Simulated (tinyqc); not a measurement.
Intrinsic density across materials: carrier statistics of a doped semiconductor with parabolic bands.

Constants: hbar^2/2m0 = 3.80998211 eV angstrom^2; kB = 8.617333262e-05 eV/K.
Values chosen for the exercise: T = 250 K.

Each case gives the gap at this temperature and the density-of-states masses, chosen for the exercise; N = 2 (m kB T/(4 pi c))^(3/2) with c = hbar^2/2m0, in 1/angstrom^3; times 1e24 for 1/cm^3; ni = sqrt(Nc Nv) exp(-Eg/2kT).

Results:
```
case,Eg (eV),m_de,m_dh,Nc (1/cm^3),Nv (1/cm^3),ni (1/cm^3)
near SiC,3.238,0.810,1.187,1.39e+19,2.47e+19,4.27e-14
near InSb,0.192,0.013,0.429,2.83e+16,5.36e+18,4.52e+15
near Ge,0.684,0.558,0.338,7.96e+18,3.75e+18,6.97e+11
near Si,1.139,1.056,0.589,2.07e+19,8.63e+18,4.42e+07
near InAs,0.367,0.027,0.435,8.47e+16,5.48e+18,1.36e+14
```

ni spans 29.0 decades, while sqrt(Nc Nv) spans only 1.7; each 0.1 eV of gap costs a factor 10.2. The order of ni is the reverse of the order of the gaps. For near InSb ni exceeds a tenth of Nc, so the Boltzmann formula overestimates it.

tinyqc: `OMP_NUM_THREADS=1 python tinyqc.py 1682071 1682072 out.jsonl`; about 0.01 s, one thread, shared Intel(R) Xeon(R) Processor @ 2.30GHz.
